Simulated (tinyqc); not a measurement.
Resistive crossbar, vector-matrix product with wire resistance: two steps of the calculation.

3 rows and 2 columns. Cell (i, j) joins row node wij to column node bij. Each row is driven at its left end through one wire segment rw; neighbouring nodes along a row or a column are joined by rw; each column ends below the last row in one more rw and a virtual ground, where its current is read. Ideal output: I_j = sum_i V_i G_ij.

Parameters, values chosen for the exercise:
- rw = 10 ohm (wire resistance between neighbouring cells)
- V = [0.29, 0.31, 0.06] V (input voltages of the rows)

Task 1. Node voltages and column currents. Solve A x = b; I_j = b3j/rw.

A (uS):
```
             w11          w12          w21          w22          w31          w32          b11          b12
w11  2.0002500e5         -1e5            0            0            0            0          -25            0
w12         -1e5  1.0002400e5            0            0            0            0            0          -24
w21            0            0  2.0001100e5         -1e5            0            0            0            0
w22            0            0         -1e5  1.0002500e5            0            0            0            0
w31            0            0            0            0  2.0002200e5         -1e5            0            0
w32            0            0            0            0         -1e5  1.0003500e5            0            0
b11          -25            0            0            0            0            0  1.0002500e5            0
b12            0          -24            0            0            0            0            0  1.0002400e5
b21            0            0          -11            0            0            0         -1e5            0
b22            0            0            0          -25            0            0            0         -1e5
b31            0            0            0            0          -22            0            0            0
b32            0            0            0            0            0          -35            0            0

             b21          b22          b31          b32
w11            0            0            0            0
w12            0            0            0            0
w21          -11            0            0            0
w22            0          -25            0            0
w31            0            0          -22            0
w32            0            0            0          -35
b11         -1e5            0            0            0
b12            0         -1e5            0            0
b21  2.0001100e5            0         -1e5            0
b22            0  2.0002500e5            0         -1e5
b31         -1e5            0  2.0002200e5            0
b32            0         -1e5            0  2.0003500e5
```

b (uA): w11 29000, w12 0, w21 31000, w22 0, w31 6000, w32 0, b11 0, b12 0, b21 0, b22 0, b31 0, b32 0

Wanted: row nodes; column nodes; column currents.

Result 1.

row nodes (mV): w11 289.9, w12 289.8, w21 309.9, w22 309.8, w31 59.97, w32 59.94
column nodes (mV): b11 0.2985, b12 0.3840, b21 0.2261, b22 0.3146, b31 0.1196, b32 0.1678
column currents (uA): column 1 11.96, column 2 16.78

Task 2. Error against the ideal product. Ideal I_j = sum_i V_i G_ij; error = I/ideal - 1.

cell conductances G (uS):

|  | column 1 | column 2 |
|---|---|---|
| row 1 | 25 | 24 |
| row 2 | 11 | 25 |
| row 3 | 22 | 35 |

column currents (uA): column 1 11.961898, column 2 16.775330

Wanted: ideal currents; error.

Result 2.

ideal currents (uA): column 1 11.980, column 2 16.810
error (%): column 1 -0.1511, column 2 -0.2062

The largest error is in column 2. All currents fall short, since the wires take part of the voltage.

tinyqc, about 0.01 s, one thread, Intel Xeon 2.30GHz (shared host): `OMP_NUM_THREADS=1 python tinyqc.py 2880140 2880141 out.jsonl`
